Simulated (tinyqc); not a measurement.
What moves the Penn gap and the ionicity: Penn model of the dielectric constant and Phillips ionicity.

n = 32/a^3; Ep^2 = 8 pi c e2 n with c = hbar^2/2m0, e2 = e^2/(4 pi eps0); EF = c (3 pi^2 n)^(2/3); eps = 1 + (Ep/Eg)^2 S with S = 1 - Eg/(4 EF) + (Eg/(4 EF))^2/3, Eg the Penn gap. Core d shells are left out.

Phillips: bond length d = sqrt(3) a/4; homopolar gap Eh = 39.74 d^(-2.48) eV (d in angstrom); Eg^2 = Eh^2 + C^2; ionicity fi = C^2/Eg^2.

Constants: hbar^2/2m0 = 3.80998211 eV angstrom^2; e^2/(4 pi eps0) = 14.39964547 eV angstrom.

Parameters, chosen for this exercise (out of a larger set: near those of GaN; not measured data): a = 4.478 angstrom (cubic lattice constant, 32 valence electrons a cell); ei = 5.26 (high-frequency dielectric constant).

Eg from ei; fi = 1 - (Eh/Eg)^2, printed even where negative. Each row changes one parameter from the base and keeps the others.

Results:

| case | Ep (eV) | Eg (eV) | Eh (eV) | fi |
|---|---|---|---|---|
| base | 22.167 | 10.015 | 7.692 | 0.410 |
| a = 4.568 angstrom | 21.515 | 9.714 | 7.321 | 0.432 |
| ei = 4.73 | 22.167 | 10.655 | 7.692 | 0.479 |

The largest shifts from the base row, up to three for each result and ties (the steps differ in size, so this ranks the rows, not the parameters). Ep (eV): a -0.652; unchanged at the printed digits by ei. Eg (eV): ei +0.639, a -0.301. Eh (eV): a -0.370; unchanged at the printed digits by ei. fi: ei +0.069, a +0.022. With the tabulated Phillips C of about 7.6 eV, fi would be 0.49; this model leaves out the d-shell factor.

(tinyqc, `OMP_NUM_THREADS=1 python tinyqc.py 1652758 1652759 out.jsonl`, Intel(R) Xeon(R) Processor @ 2.30GHz, 1 thread, shared host, about 0.01 s.)
